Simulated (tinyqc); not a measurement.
Smearing for a one-band metal on the simple cubic lattice: one step. Levels on the mesh. Two cases, with inputs chosen for the exercise.

Question. Evaluate the band and collect equal energies with their counts.

Lattice vectors (units of a): a1 = (1, 0, 0), a2 = (0, 1, 0), a3 = (0, 0, 1). E(k) = -t A_1(k) - t2 A_2(k), A_m the sum of cos(k . R) over the 6 nearest and 12 second lattice vectors. Mesh k = sum (j_i/N) b_i, j_i = 0 .. N-1.

Give: Distinct levels.

Case 1.

Values chosen: t = 1.21 eV (nearest hopping); t2 = 0.01 eV (second hopping); N = 5 (unshifted mesh).

Answer.

Distinct levels:
```
E_k (eV)  points
-7.3800        1
-5.6525        6
-3.9442       12
-2.8575        6
-2.2549        8
-1.1800       24
0.4784        24
1.5342        12
3.1616        24
5.7949         8
```

10 distinct levels; the mean spacing is 1.464 eV.

Case 2.

Values chosen: t = 0.5 eV (nearest hopping); t2 = -0.01 eV (second hopping); N = 5 (unshifted mesh).

Answer.

Distinct levels:
```
E_k (eV)  points
-2.8800        1
-2.2443        6
-1.5895       12
-1.2157        6
-0.9156        8
-0.5300       24
0.1748        24
0.5795        12
1.3152        24
2.5056         8
```

10 distinct levels; the mean spacing is 0.598 eV.

Computed by tinyqc, one run a case: `OMP_NUM_THREADS=1 python tinyqc.py N N+1 out.jsonl` with N = 1650141, 1651566; one thread of a shared Intel(R) Xeon(R) Processor @ 2.30GHz, about 0.3 s a run at most.
